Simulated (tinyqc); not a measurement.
Worked calculation: Luttinger-Kohn k.p, four valence bands. One step of it, computed by the program tinyqc.

Question. Hole masses. E = c [g1 k^2 -/+ 2 sqrt(g2^2 k^4 + 3 (g3^2 - g2^2)(kx^2 ky^2 + ky^2 kz^2 + kz^2 kx^2))] with c = hbar^2/2m, and m* = hbar^2 k^2 / (2 E).

Luttinger parameters chosen for this model; energies are counted downward from the top of the valence band:

| parameter | value | unit |
|---|---|---|
| g1 | 7.900000 |  |
| g2 | 3.160000 |  |
| g3 | 3.710000 |  |

Give: Masses.

Answer.

Masses (electron masses):

| direction | heavy | light |
|---|---|---|
| [100] | 0.6329 | 0.0703 |
| [110] | 1.3529 | 0.0664 |
| [111] | 2.0833 | 0.0653 |
